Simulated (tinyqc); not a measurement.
What moves the results: band edges of strained Si(1-x)Ge(x) on relaxed Si(1-y)Ge(y). A value that a table varies takes the place of the one given here.

Values are linear in the Ge fraction but for ED(x) = linear - CD x (1 - x) and a(x) = linear - Ca x (1 - x). Energies are on the common scale of Ev.

Coherent growth on a (001) face: e_par = (a(y) - a(x))/a(x), e_perp = -2 (C12/C11) e_par; exx = eyy = e_par, ezz = e_perp, no shear.

A valley with unit axis u lies at Ev + gap + (av + a_valley) tr(e) + Xu (u.e.u - tr(e)/3); the Delta axes are x, y, z and the L axes [111], [1-1-1], [-11-1], [-1-11]. The second-order shift of the Delta valleys under shear is left out; it lowers the pair normal to the sheared plane by tens of meV at a shear of 1 %.

Valence edges: Ev plus the levels of the 6 x 6 matrix of X, Y, Z times spin with -Dso/3 + l exx + m (eyy + ezz) on the diagonal (cyclic), n exy off it, l = av + 2 b, m = av - b, n = sqrt(3) d. Spin-orbit term (Dso/3) L.sigma on X, Y, Z with (L_k)_ij = -i epsilon_kij: <X+|H|Y+> = -i Dso/3, <X+|H|Z-> = Dso/3, <Y+|H|Z-> = -i Dso/3, <Z+|H|X-> = -Dso/3, <Z+|H|Y-> = i Dso/3, <X-|H|Y-> = i Dso/3, and their conjugates; + and - are the spin along z.

Coherent growth: e_par = (a(y) - a(x))/a(x). (001): e_perp = -2 (C12/C11) e_par; exx = eyy = e_par, ezz = e_perp, no shear. (111): e_perp = -(2 C11 + 4 C12 - 4 C44)/(C11 + 2 C12 + 4 C44) e_par; exx = eyy = ezz = (2 e_par + e_perp)/3 and exy = eyz = ezx = (e_perp - e_par)/3. (110): e_perp = -(C11 + 3 C12 - 2 C44)/(C11 + C12 + 2 C44) e_par; exx = eyy = (e_par + e_perp)/2, ezz = e_par, exy = (e_perp - e_par)/2, eyz = ezx = 0.

Inputs chosen for the exercise (end members near Si and Ge, in this order; the results hold for these values, not for the real material): a = (5.438, 5.65) angstrom (lattice constant); Dso = (0.044, 0.287) eV (spin-orbit splitting); av = (2.43, 1.23) eV (valence hydrostatic potential); b = (-2.12, -2.53) eV (tetragonal shear potential); d = (-4.77, -5.24) eV (trigonal shear potential); C11 = (167.6, 127.3) GPa; C12 = (63, 48.1) GPa; C44 = (80.5, 66.8) GPa; Ev = (0, 0.68) eV (top of the unstrained valence band); ED = (1.162, 0.947) eV (gap to the Delta valleys); EL = (1.999, 0.749) eV (gap to the L valleys); aD = (1.76, 1.3) eV (hydrostatic potential of the Delta gap); aL = (-2.92, -2.9) eV (hydrostatic potential of the L gap); XuD = (9.45, 9.39) eV (uniaxial potential, Delta); XuL = (15.87, 15.68) eV (uniaxial potential, L); CD = 0.179 eV (bowing of the Delta gap); Ca = 0.028 angstrom (bowing of the lattice constant); face = 001 (growth face); y = 0 (Ge fraction of the relaxed buffer); x = 0.24 (Ge fraction of the layer).

## Composition of the layer

The buffer is kept. dEc = Ec(buffer) - Ec(layer), dEv = Ev(layer) - Ev(buffer); buffer edges Ev(y) and Ev(y) + min(ED, EL). The digit behind Delta or L counts whole valleys.

Results:
```
x     e_par (%)  lowest valleys  gap (eV)  next valleys above (meV)  valence splitting (meV)  dEc (eV)  dEv (eV)
0.08      -0.27          Delta4     1.100                        45                       17     0.005     0.057
0.16      -0.55          Delta4     1.040                        91                       30     0.007     0.115
0.24      -0.83          Delta4     0.982                       138                       42     0.007     0.173
0.31      -1.09          Delta4     0.932                       180                       52     0.004     0.226
0.39      -1.38          Delta4     0.877                       228                       64    -0.002     0.287
0.47      -1.68          Delta4     0.824                       277                       75    -0.010     0.349
0.55      -1.98          Delta4     0.772                       326                       86    -0.022     0.412
```

The gap is 1.100 eV in the first row and 0.772 eV in the last. The lowest valleys are Delta4 throughout. Per 0.1 of x the valence offset moves by +76 meV on average; the conduction offset lies between -22 and +7 meV, not monotonically. Both carriers sit on one side for x = 0.08, 0.16, 0.24 and 0.31, and on opposite sides elsewhere. Offsets below about 30 meV are within the spread of parameter sets, so those rows do not settle the type.

## Composition of the buffer

The layer is kept. dEc = Ec(buffer) - Ec(layer), dEv = Ev(layer) - Ev(buffer); buffer edges Ev(y) and Ev(y) + min(ED, EL). The digit behind Delta or L counts whole valleys.

Results:
```
y     e_par (%)  lowest valleys  gap (eV)  next valleys above (meV)  valence splitting (meV)  dEc (eV)  dEv (eV)
0.00      -0.83          Delta4     0.982                       138                       42     0.007     0.173
0.11      -0.46          Delta4     1.025                        76                       29     0.002     0.094
0.34       0.37          Delta2     1.027                        60                       32     0.062    -0.041
0.45       0.78          Delta2     0.965                       129                       73     0.135    -0.079
0.56       1.20          Delta2     0.898                       199                      119     0.213    -0.113
0.68       1.68          Delta2     0.820                       278                      172     0.304    -0.148
0.79       2.13          Delta2     0.746                       353                      223     0.393    -0.177
```

The gap is 0.982 eV in the first row and 0.746 eV in the last, with its largest listed value, 1.027 eV, at y = 0.34: it peaks near the match y = x, since strain of either sign narrows it. The lowest valleys change: Delta4 to Delta2 between y = 0.11 and 0.34. Per 0.1 of y the valence offset moves by -44 meV on average; the conduction offset lies between +2 and +393 meV, not monotonically. Both carriers sit on one side for y = 0.00 and 0.11, and on opposite sides elsewhere. Offsets below about 30 meV are within the spread of parameter sets, so those rows do not settle the type. Strains above 2 % can be kept only in layers of a few nanometres.

## The same layer on three faces

dEc = Ec(buffer) - Ec(layer), dEv = Ev(layer) - Ev(buffer); buffer edges Ev(y) and Ev(y) + min(ED, EL). The digit behind Delta or L counts whole valleys.

Results:
```
face   e_par (%)  lowest valleys  gap (eV)  next valleys above (meV)  valence splitting (meV)  dEc (eV)  dEv (eV)  Delta spread (meV)  L spread (meV)
(001)      -0.83          Delta4     0.982                       138                       42     0.007     0.173                 138               0
(111)      -0.83          Delta6     1.023                       640                       43    -0.029     0.168                   0             166
(110)      -0.83          Delta2     0.984                        59                       44     0.008     0.170                  59             131
```

On (001) only the Delta valleys split (138 meV), on (111) only the L valleys (166 meV), on (110) both (59 and 131 meV). The lowest valleys are Delta4 on (001), Delta6 on (111) and Delta2 on (110); the smallest gap is 0.982 eV on (001) and the largest 1.023 eV on (111).

## What each parameter does

dEc = Ec(buffer) - Ec(layer), dEv = Ev(layer) - Ev(buffer); buffer edges Ev(y) and Ev(y) + min(ED, EL). Each row changes one parameter from the base and keeps the others.

Results:
```
case                      gap (eV)  valence splitting (meV)  dEc (eV)  dEv (eV)
base                        0.9821                     42.2    0.0065    0.1733
x = 0.27                    0.9607                     46.5    0.0056    0.1957
y = 0.03                    0.9937                     39.3    0.0049    0.1517
CD = 0.229 eV               0.9730                     42.2    0.0157    0.1733
aD = (2.024, 1.495) eV      0.9795                     42.2    0.0091    0.1733
b = (-2.438, -2.909) eV     0.9772                     45.2    0.0065    0.1782
XuL = (18.25, 18.032) eV    0.9821                     42.2    0.0065    0.1733
av = (2.794, 1.414) eV      0.9821                     42.2    0.0099    0.1700
Dso = (0.051, 0.33) eV      0.9821                     44.9    0.0065    0.1733
```

The largest shifts from the base row, up to three for each result and ties (the steps differ in size, so this ranks the rows, not the parameters). gap (eV): x -0.0214, y +0.0116, CD -0.0091; unchanged at the printed digits by XuL, av and Dso. valence splitting (meV): x +4.4, b +3.0, y -2.9; unchanged at the printed digits by CD, aD, XuL and av. dEc (eV): CD +0.0091, av +0.0033, aD +0.0026; unchanged at the printed digits by b, XuL and Dso. dEv (eV): x +0.0223, y -0.0216, b +0.0049; unchanged at the printed digits by CD, aD, XuL and Dso. The lowest valleys of the layer are Delta4, so among the conduction-band potentials only those of that family reach the gap and dEc; the buffer is unstrained. A shift large enough to swap the lowest family would change that.

tinyqc: `OMP_NUM_THREADS=1 python tinyqc.py 1051186 1051187 out.jsonl`; about 0.01 s, one thread, shared Intel(R) Xeon(R) Processor @ 2.30GHz.
